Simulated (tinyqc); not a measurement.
Inside a calculation: k.p values derived from sp3s* tight binding at Gamma. Values are carried at full precision from step to step, so a last printed digit may differ when a step is redone from the rounded ones.

At Gamma the states are two-level mixtures: s-like S+ (upper) and S- (lower) from [[Esa, Vss], [Vss, Esc]], p-like P- (valence) and P+ from [[Epa, Vxx], [Vxx, Epc]], and the bare s* levels. With real k in 1/angstrom and kz = 0, the phase sums over the four bonds are g0 = 1 - (a k/4)^2/2, g1 = i a kx/4, g3 = -(a/4)^2 kx ky to second order. Each mixture is written (anion, cation) with the anion part positive. c = hbar^2/2m0. No spin-orbit coupling.

Constants: hbar^2/2m0 = 3.80998211 eV angstrom^2.

Values chosen for the exercise (near a published set for GaP, fitted to gaps, whose masses and valley positions are rough; shifted at random, so the results belong to these values and not to a real crystal): Esa = -8.114 eV (s level of the anion); Esc = -2.204 eV (s level of the cation); Epa = 1.136 eV (p level of the anion); Epc = 4.086 eV (p level of the cation); Vss = -7.538 eV (s-s); Vxx = 2.156 eV (px-px); a = 5.451 angstrom (lattice constant); Vsapc = 4.267 eV (s anion, p cation); Vscpa = 6.302 eV (s cation, p anion); Vxapc = 4.659 eV (s* anion, p cation); Vpaxc = 5.067 eV (p anion, s* cation); Exa = 8.443 eV (s* level of the anion); Exc = 7.247 eV (s* level of the cation); Vxy = 5.166 eV (px-py).

## States at Gamma

Solve the two blocks.

States:
```
state    E (eV)  anion part  cation part
S-     -13.2555     0.82613      0.56348
P-      -0.0013     0.88449     -0.46656
S+       2.9375     0.56348     -0.82613
P+       5.2233     0.46656      0.88449
```

## Linear terms and the Kane energy

<s state|dH/dkx|x state> = i P with P = (a/4)(sa pc Vsapc + sc pa Vscpa), sa, sc and pa, pc being the parts of the two states; for s* on the anion P = (a/4) pc Vxapc, on the cation (a/4) pa Vpaxc. Ep = P^2/c for S+ to P-.

Couplings:
```
pair       P (eV angstrom)  E(first) - E(second) (eV)
S+ to P-           -7.8040                     2.9388
S+ to P+           -0.4121                    -2.2858
S- to P-            2.0390                   -13.2542
s*a to P-          -2.9622                     8.4443
s*c to P-           6.1074                     7.2483
```

Ep = 15.985 eV

The two terms of S+ to P- have the same sign and add: S+ and P- both change sign from anion to cation. An on-site momentum element between s and p, which real atoms have, is absent from this model.

## Electron mass

m0/m = [<S+|d2H/dkx^2|S+>/2 + sum P^2/(E(S+) - E(P))]/c over P- and P+, with the direct term -(a/4)^2 sa sc Vss.

parts of m0/m: direct -1.710, from P- 5.439, from P+ -0.019

mass = 0.2696 m0

The valence band supplies 147 % of m0/m; the direct term, which stands in for the free-electron 1, is -1.71. S+ is not the lowest valley of GaP; this is the mass of the Gamma level.

## Valence parameters L, M, N and the Luttinger values

Direct terms d0 = -(a/4)^2 pa pc Vxx, dN = -2 (a/4)^2 pa pc Vxy for P-. F = sum P^2/(E(P-) - E(s)) over S+, S-, s*a, s*c. The y state of P- couples to the z state of P+ through Q = (a/4) Vxy (pa p'c - pc p'a), primes for P+, and H1 = Q^2/(E(P-) - E(P+)). L = d0 + F, M = d0 + H1, N = dN + F + H1; g1 = -(L + 2M)/(3c), g2 = -(L - M)/(6c), g3 = -N/(6c).

d0, dN, F, Q, H1 (eV angstrom^2; Q in eV angstrom): 1.6523  7.9180  -26.5954  7.0400  -9.4862

L, M, N (eV angstrom^2): -24.943  -7.834  -28.164

g1, g2, g3: 3.553  0.748  1.232

Along [100] the masses without spin-orbit coupling are c/|L| = 0.153 (one band) and c/|M| = 0.486 (two bands).

## Checks

- Electron mass against a finite difference of the full bands: both 0.2696.
- L and M against finite differences along [100]: largest relative difference 6.6e-06.
- Lowest curvature along [111], (L + 2M + 2N)/3, against a finite difference: -32.313 against -32.312.

(tinyqc, `OMP_NUM_THREADS=1 python tinyqc.py 1452214 1452215 out.jsonl`, Intel(R) Xeon(R) Processor @ 2.30GHz, 1 thread, shared host, about 0.01 s.)
